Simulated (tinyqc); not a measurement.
Worked calculation: leakage through a gate insulator: direct, Fowler-Nordheim, trap-assisted and Poole-Frenkel currents. Computed by tinyqc, a small Python program that keeps every step. Command: `OMP_NUM_THREADS=1 python tinyqc.py 3021867 3021868 out.jsonl oxideleak walk`. One thread of a shared host (Intel(R) Xeon(R) Processor @ 2.30GHz), about 0.01 s of CPU time with the checks. Intermediate numbers are printed to about 7 digits and carried at full precision; extremes and crossings named in words are read from the listed rows.

Electrons enter from the cathode Fermi level at x = 0; the conduction band of the insulator lies phi_b - e F x above it, F = V/t. WKB exponents use a parabolic band with mass m.

Inputs (values chosen for the exercise, with an insulator like HfO2):
```
quantity                        value   unit
thickness t                       7.3     nm
barrier phi_b                    1.48     eV
tunnelling mass m                0.19    m_0
static constant eps_ox           21.6      -
optical constant eps_opt          4.1      -
voltage across the insulator V    1.3      V
trap depth phi_t                  1.2     eV
trap density N_t                2e+17  cm^-3
attempt rate nu_0               6e+13    1/s
activation of capture E_a       0.055     eV
temperature T                     400      K
```

Constants: hbar^2/(2 m_0) = 3.80998212 eV angstrom^2; e = 1.602176634e-19 C; hbar = 1.054571817e-34 J s; k_B = 8.617333262e-05 eV/K; eps_0 = 8.8541878128e-12 F/m.

## Field and tunnelling without traps

For a level a distance phi(x) below the band, the WKB exponent is 2 int kappa dx with kappa = sqrt(m phi/(hbar^2/2m_0)); for a linear barrier from phi_1 down to phi_2 = max(phi_1 - e F d, 0) it is G = (4/3) sqrt(m/(hbar^2/2m_0)) (phi_1^(3/2) - phi_2^(3/2))/(e F). J_tun = e^3 F^2/(16 pi^2 hbar m phi_b) x exp(-G) / [1 - sqrt(phi_2/phi_b)]^2 with the free-electron mass in the cathode (m in m_0), phi_2 = max(phi_b - e V, 0): direct tunnelling for e V < phi_b, Fowler-Nordheim above. Image forces, back-flow and the limit on supply are left out, so J_tun is overstated below about 0.5 V. Equivalent oxide thickness = 3.9 t/eps_ox.

field F = 1.780822 MV/cm

equivalent oxide thickness = 1.318056 nm

WKB exponent G = 28.82728

tunnelling current J_tun = 1.239133e-05 A/cm^2

The barrier is a trapezoid: direct tunnelling.

## One trap at several depths

A trap at depth x lies phi_t below the band. Capture: tunnel at the cathode Fermi level from 0 to x (G_in from phi_1 = phi_b), rate nu_0 exp(-G_in - E_c/k_B T) with E_c = E_a + max(phi_b - phi_t - e F x, 0), the last term being the height of the trap above the cathode Fermi level. Emission: tunnel from the trap level to the anode (G_out from phi_1 = phi_t over t - x), rate nu_0 exp(-G_out - E_a/k_B T). Re-emission to the cathode follows from detailed balance, rate_back = rate_in exp(dE/k_B T) with dE = phi_b - phi_t - e F x. Each trap passes R = rate_in rate_out/(rate_in + rate_back + rate_out) electrons per second; filling from the anode is left out. Depths: t times 0.08, 0.2, 0.32, 0.44, 0.56, 0.68, 0.8 and 0.92, rounded to 0.01 nm.

Rates:
```
x (nm)      G_in     G_out   E_c (eV)  rate in (1/s)  rate back (1/s)  rate out (1/s)       R (1/s)
0.58     3.09576  21.97572  0.2317123   3.267616e+09     5.504379e+11    3.477337e+03  2.052102e+01
1.46     7.57351  20.90880  0.0750000   3.499945e+09     6.252449e+09    1.010660e+04  3.627057e+03
2.34    11.77214  18.99877  0.0550000   9.388726e+07     1.778718e+06    6.825264e+04  6.693587e+04
3.21    15.62916  16.56317  0.0550000   1.983919e+06     4.197333e+02    7.796286e+05  5.596014e+05
4.09    19.20852  13.65084  0.0550000   5.533850e+04     1.241619e-01    1.434486e+07  5.512584e+04
4.96    22.39721  10.38802  0.0550000   2.281376e+03     5.716191e-05    3.747337e+08  2.281362e+03
5.84    25.22422   6.74097  0.0550000   1.350342e+02     3.588107e-08    1.437532e+10  1.350342e+02
6.72    27.58312   2.77572  0.0550000   1.276392e+01     3.596808e-11    7.580601e+11  1.276392e+01
```

The most effective of these traps sits at 3.21 nm, 44 % of the way; where rate back exceeds rate out, re-emission drains the trap, and elsewhere the slower forward step limits R; the best depth is near where rate in and rate out cross.

## Trap-assisted current

J_TAT = e N_t int_0^t R dx by the midpoint rule on 400 intervals; the most effective depth is the midpoint with the largest R, rounded to 0.01 nm.

trap-assisted current J_TAT = 0.001715213 A/cm^2

most effective depth = 3.29 nm

## Poole-Frenkel bound

Poole-Frenkel emission over the lowered barrier of a charged trap: lowering sqrt(e F/(pi eps_opt eps_0)); J_PF = e N_t^(2/3) nu_0 exp(-(phi_t - lowering)/k_B T), one sheet of traps emitting with supply unlimited (an upper bound).

barrier lowering = 0.5001776 eV

Poole-Frenkel bound J_PF = 0.005006188 A/cm^2

Caution: the film is too thin for the Poole-Frenkel picture (the lowering is a large part of the whole drop, or the traps are further apart than the film is thick), so J_PF is only nominal.

## Total without and with traps

J = J_tun + J_TAT (the Poole-Frenkel bound is not added); the ratio J/J_tun is the excess that stress-made traps add.

total current J = 0.001727604 A/cm^2

J/J_tun = 139.4203

## Against voltage

The formulas are those given above.

Currents:
```
V (V)  F (MV/cm)  J_tun (A/cm^2)  J_TAT (A/cm^2)  best depth (nm)
0.88     1.20548    2.832982e-07    5.354696e-04             3.37
1.77     2.42466    8.049960e-03    1.192366e-02             3.11
2.66     3.64384    2.967899e+01    1.433240e+00             1.27
3.56     4.87671    2.192445e+03    1.854068e+01             0.90
4.45     6.09589    3.087420e+04    9.073027e+01             0.70
5.35     7.32877    1.959283e+05    2.809586e+02             0.57
6.24     8.54795    7.566075e+05    6.466460e+02             0.48
7.14     9.78082    2.183882e+06    1.240335e+03             0.41
8.03    11.00000    5.071046e+06    2.067022e+03             0.37
```

The larger current changes between 1.77 and 2.66 V (to J_tun). Over the range J_tun grows by 13.3 decades and J_TAT by 6.6. The best depth moves towards the cathode as the field rises. The highest rows may lie beyond breakdown.

## Against thickness at fixed field

The formulas are those given above.

Currents:
```
t (nm)     V (V)  J_tun (A/cm^2)  J_TAT (A/cm^2)
1.2     0.213699    5.795410e+06    6.629713e+00
1.6     0.284932    4.370418e+05    9.062023e+00
2.2     0.391781    1.263325e+04    8.013084e+00
3.0     0.534247    1.737684e+02    3.893091e+00
4.0     0.712329    1.433746e+00    7.584840e-01
5.5     0.979452    3.121166e-03    4.468272e-02
7.5     1.335616    7.757487e-06    1.227386e-03
10.0    1.780822    1.465855e-06    5.186888e-05
```

Between the first rows J_tun falls by 2.81 decades per nm. J_TAT overtakes J_tun between 4 and 5.5 nm. Below about 0.5 V the formula for J_tun, which has no back-flow, overstates the current.

Checks made by the program: the WKB exponent by quadrature (relative difference 1e-10); the integral with twice the points (relative difference 3e-10).
